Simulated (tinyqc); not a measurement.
Inside a calculation. Model: random telegraph noise from one oxide trap in a small MOSFET.

Numbers from tinyqc (`OMP_NUM_THREADS=1 python tinyqc.py 2710162 2710163 out.jsonl`; about 0.01 s on one thread of a shared Intel Xeon 2.30GHz). Printed values are rounded.

An acceptor-like trap exchanges electrons with the channel. Inversion charge Q = Cox u, u = n Vt W0(exp((Vg - VT)/(n Vt))), W0 the Lambert function, n = nf, Cox = eps0 eox/tox; linear regime Id = (W/L) mu Q Vd. Relative to threshold the surface potential rises by Vt ln(u/u0) and the oxide voltage by the rest of Vg - VT, with u0 = n Vt W0(1).

Inputs (values chosen for the exercise); values of the order met in silicon transistors:
```
symbol    value        unit                                                                 meaning
T           350           K                                                             temperature
eox         3.9              relative permittivity of the gate insulator (close to silicon dioxide)
tox         3.5          nm                                                     insulator thickness
xt         0.77          nm                            depth of the trap from the channel interface
E0         0.19          eV                   trap level above the channel Fermi level at threshold
s0        2e-17        cm^2                                                       capture prefactor
EB         0.27          eV                                    capture barrier (lattice relaxation)
lt         0.19          nm                                                 tunnelling decay length
vth       2.1e7        cm/s                                                        thermal velocity
zi          2.8          nm                                        thickness of the inversion layer
VT         0.26           V                                                       threshold voltage
nf         1.06                                                                         body factor
W            31          nm                                                              gate width
L            26          nm                                                             gate length
mu          250  cm^2/(V s)                                                                mobility
asc     3.1e-16         V s                              scattering coefficient of the charged trap
Vd         0.02           V                                                           drain voltage
Vg         0.71           V                                                            gate voltage
```

Constants: q = 1.602176634e-19 C, kB = 1.380649e-23 J/K, Vt = kB T/q, eps0 = 8.8541878128e-14 F/cm where lengths are in cm. Results are converted to the units shown.

Range of the model: VT is taken as given; short-channel effects and the uneven flow of current among few electrons are left out.

## Trap level, time constants and occupancy

N = Cox u/q; dpsi = Vt ln(u/u0); E = E0 - dpsi - (xt/tox)(Vg - VT - dpsi); capture time tc = 1/[(N/zi) vth s0 exp(-xt/lt - EB/Vt)]; emission time te = tc exp(-E/Vt); occupancy te/(tc + te).

u = 0.3715784 V
N = 2.288154e12 cm^-2
dpsi = 0.09108809 V
E = 0.01995129 eV
tc = 1.295054e-4 s
te = 6.683469e-5 s
occupancy = 0.3404027

The trap lies 0.66 Vt above the Fermi level, so it is filled 34.0 % of the time.

## Step height

A = W L; threshold step dV = q (1 - xt/tox)/(Cox A); gm/Id = 1/(u + n Vt); relative step dI/I = (gm/Id) dV + asc mu/A. Id as defined.

electrons in the channel N A = 18.44252
dV = 15.71537 mV
gm/Id = 2.478016 1/V
number part of dI/I = 3.894294 %
dI/I = 4.855833 %
Id = 2.185516 uA
dI = 106.1250 nA

## Lorentzian spectrum

Spectrum S(f) = 4 dI^2/{(tc + te)[(1/tc + 1/te)^2 + (2 pi f)^2]}; corner fc = (1/tc + 1/te)/(2 pi); variance dI^2 tc te/(tc + te)^2. Give S at f = 0, at fc and at 10 fc.

fc = 3610.267 Hz
S(0) = 4.459110e-19 A^2/Hz
S(fc) = 2.229555e-19 A^2/Hz
S(10 fc) = 4.414961e-21 A^2/Hz
rms current = 50.28676 nA

The rms value is 0.474 of the step; it reaches its largest share, 1/2, when tc = te.
